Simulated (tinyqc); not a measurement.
Inside a calculation: band gaps under pressure and temperature from deformation potentials. Values are carried at full precision from step to step, so a last printed digit may differ when a step is redone from the rounded ones.

Murnaghan: V/V0 = (1 + Bp P/B0)^(-1/Bp), B0 = (C11 + 2 C12)/3. Each gap moves by a ln(V/V0) with its volume potential a, and falls with temperature by aV T^2/(T + bV) (Varshni); the two effects are added. No change of phase is considered.

Values chosen for the exercise (near those of InP, the X and L potentials typical of such crystals; the results hold for these values, not for the real material):
```
symbol  value                  unit    meaning
C11     102.9                  GPa
C12     56                     GPa
Bp      4.01                           pressure derivative of the bulk modulus
P       5.3                    GPa     pressure
Eg      1.434                  eV      gap at Gamma to the s-like level at 0 K, 0 GPa
EgX     2.427                  eV      gap to X at 0 K, 0 GPa
EgL     2.047                  eV      gap to L at 0 K, 0 GPa
aG      -6.5                   eV      volume potential of the Gamma gap
aX      1.68                   eV      volume potential of the X gap
aL      -4.07                  eV      volume potential of the L gap
aV      (0.363, 0.457, 0.361)  meV/K   Varshni alpha of Gamma, X, L
bV      (166, 214, 161)        K       Varshni beta of Gamma, X, L
T       200                    K       temperature
aT      4.6                    1e-6/K  linear thermal expansion near 300 K
```

## Volume under pressure

Give B0, V/V0, ln(V/V0), the change of the lattice constant and the linear estimate -P/B0.

B0 = 71.63 GPa
V/V0 = 0.93726
ln(V/V0) = -0.06479
change of a = -2.137 %
-P/B0 = -0.07399

The stiffening under pressure makes the compression 12.4 % smaller than the linear estimate.

## Gaps at P and T

Give both shifts and the gaps.

pressure shifts (eV): Gamma 0.4211, X -0.1089, L 0.2637

temperature shifts (eV): Gamma -0.0397, X -0.0442, L -0.0400

gaps (eV): Gamma 1.8155, X 2.2740, L 2.2707

The lowest valley is Gamma (direct gap), 455 meV below L; at 0 K and 0 GPa it is Gamma.

## Pressure coefficients

Expand in P: E = E0 + c1 P + c2 P^2 with c1 = -a/B0 and c2 = a Bp/(2 B0^2).

c1 (meV/GPa): Gamma 90.74, X -23.45, L 56.82

c2 (meV/GPa^2): Gamma -2.540, X 0.656, L -1.590

Gamma and L rise under pressure and X falls, as the signs of the volume potentials say.

## Pressures at which the valleys cross

Two gaps meet at ln(V/V0) = -(E_i - E_j)/(a_i - a_j), with the gaps at T and P = 0; then P = (B0/Bp)(exp(-Bp ln(V/V0)) - 1). A dash marks expansion or a compression beyond ln(V/V0) = -0.3.

Crossings:
```
pair,E_i - E_j (eV),ln(V/V0),P (GPa)
Gamma-X,-0.9885,-0.1208,11.14
Gamma-L,-0.6127,-0.2521,31.23
L-X,-0.3758,-0.0654,5.35
```

The lowest valley changes at 11.14 GPa (Gamma to X). The real crystal changes phase near 10 GPa, so a crossing above that is not reached.

## How much of dE/dT is thermal expansion

At 300 K: dE/dT = -aV T (T + 2 bV)/(T + bV)^2; expansion alone gives 3 aT a; the rest is electron-phonon coupling.

dE/dT (meV/K): Gamma -0.3169, X -0.3778, L -0.3170

from expansion (meV/K): Gamma -0.0897, X 0.0232, L -0.0562

remainder (meV/K): Gamma -0.2272, X -0.4010, L -0.2608

Expansion supplies 28 % of the slope at Gamma and 18 % at L; at X it works against the fall.

## Checks

- Slope of the Gamma gap at P = 0 by finite differences against c1 (meV/GPa): both 90.740.

(tinyqc, `OMP_NUM_THREADS=1 python tinyqc.py 1080122 1080123 out.jsonl`, Intel(R) Xeon(R) Processor @ 2.30GHz, 1 thread, shared host, about 0.01 s.)
